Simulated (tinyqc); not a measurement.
Inside a calculation. Model: MOS capacitor on an n-type substrate, surface potential from the exact charge relation.

Program tinyqc, `OMP_NUM_THREADS=1 python tinyqc.py 2060059 2060060 out.jsonl`; Intel Xeon 2.30GHz, shared host, one thread, about 0.01 s. Printed values are rounded.

Uniform n-type substrate, Boltzmann statistics, full ionisation, classical densities. psi is the surface potential against the body (positive when the bands bend down) and u = -psi/Vt. Traps are spread evenly over the gap and neutral at flat band, so their charge is -q Dit psi; the minority quasi-Fermi level is shifted by Vb.

Inputs (values chosen for the exercise); band and dielectric values close to those of gallium arsenide: temperature T = 273 K; band gap Eg = 1.39 eV; relative permittivity eps_r = 13; conduction-band density of states at T Nc = 3.83e17 cm^-3; valence-band density of states at T Nv = 7.77e18 cm^-3; electron affinity chi = 4.05 eV; donor density of the substrate N = 3e16 cm^-3; relative permittivity of the gate insulator (close to silicon nitride) eox = 7.64; insulator thickness tox = 11 nm; gate work function phiM = 5.19 eV; fixed charge at the interface, in units of q Nf = -4.9e10 cm^-2; density of interface traps Dit = 0 cm^-2 eV^-1; reverse bias of the inversion layer against the body Vb = 0 V; gate voltage against the body Vg = -1.26 V.

Constants: q = 1.602176634e-19 C, kB = 1.380649e-23 J/K, Vt = kB T/q, eps0 = 8.8541878128e-14 F/cm where lengths are in cm. Results are converted to the units shown.

Range of the model: At this gate voltage the surface density exceeds 0.3 of the band density of states, so degeneracy and confinement would lower the charge and capacitance.

## Flat band, threshold and scales

ni = sqrt(Nc Nv) exp(-Eg/(2 Vt)), Eg in volts; phiF = Vt ln(N/ni); Cox = eps0 eox/tox; Vfb = phiM - chi - Vt ln(Nc/N) - q Nf/Cox; Q0 = sqrt(2 eps0 eps_r q N Vt); r = (ni/N)^2 exp(-Vb/Vt); VT = Vfb - [(2 phiF + Vb)(1 + q Dit/Cox) + sqrt(2 eps0 eps_r q N (2 phiF + Vb))/Cox].

ni = 2.550383e5 cm^-3
phiF = 0.5996793 V
Cox = 0.6149636 uF/cm^2
Vfb = 1.092851 V
Q0 = 16.13410 nC/cm^2
r = 7.227169e-23
VT = -0.2938355 V

## Starting value

psi = Vg - Vfb, limited to the range from +4 Vt to -(2 phiF + Vb + 4 Vt).

psi at the start = -1.293460 V

## Iteration 1: Newton step for the surface potential

u = -psi/Vt; F^2 = exp(-u) + u - 1 + r (exp(u) - u - 1); Qs = +sign(u) Q0 F; Cs = -dQs/dpsi = (Q0/Vt) |1 - exp(-u) + r (exp(u) - 1)|/(2 F). f = Vfb + psi + (q Dit psi - Qs)/Cox - Vg, f' = 1 + (Cs + q Dit)/Cox, psi(new) = psi - f/f'.

u = 54.98161
F = 10.42016
Qs = 168.1199 nC/cm^2
Cs = 1.829637 uF/cm^2
f = 0.7860091 V
f' = 3.975196
psi after iteration 1 = -1.491188 V

## Iteration 2: Newton step for the surface potential

As before.

u = 63.38653
F = 494.0253
Qs = 7970.652 nC/cm^2
Cs = 169.3632 uF/cm^2
f = -12.09951 V
f' = 276.4036
psi after iteration 2 = -1.447414 V

## Course of the Newton iteration

Stop when the step is below 1e-10 V, or after 60 iterations.

Course of the iteration:
```
iteration  psi before the step (V)     f (V)  step (V)
1                        -1.293460     0.786    -0.198
2                        -1.491188     -12.1    0.0438
3                        -1.447414     -4.21    0.0384
4                        -1.408984     -1.32    0.0271
5                        -1.381872    -0.314    0.0113
6                        -1.370525   -0.0345   1.58e-3
7                        -1.368941  -5.69e-4   2.70e-5
8                        -1.368914  -1.61e-7   7.65e-9
9                        -1.368914   < 1e-13   < 1e-13
```

Converged in 9 iterations.

## Charges, field and capacitances at the solution

converged psi = -1.368914 V

u = -psi/Vt; F^2 = exp(-u) + u - 1 + r (exp(u) - u - 1); Qs = +sign(u) Q0 F; Cs = -dQs/dpsi = (Q0/Vt) |1 - exp(-u) + r (exp(u) - 1)|/(2 F). Low frequency: 1/C_LF = 1/Cox + 1/(Cs + q Dit). High frequency, in the simple estimate in which traps and minority carriers do not follow: 1/C_HF = 1/Cox + 1/Cd, Cd being Cs with r = 0 at the same psi. Minority sheet density N_inv = (Q0/(2 q)) int_0^u r (exp(t) - 1)/F(t) dt for u > 0. Oxide field |Qs - q Dit psi + q Nf|/(eps0 eox).

Qs = 605.0853 nC/cm^2
N_inv = 3.030170e12 cm^-2
oxide field = 0.8828825 MV/cm
Cs = 12.34654 uF/cm^2
C_LF/Cox = 0.9525546
C_HF/Cox = 0.06867149

The surface is in strong inversion (borders at |psi| = 0, phiF + Vb and 2 phiF + Vb = 1.20 V). Minority carriers make up 80.2 % of Qs.
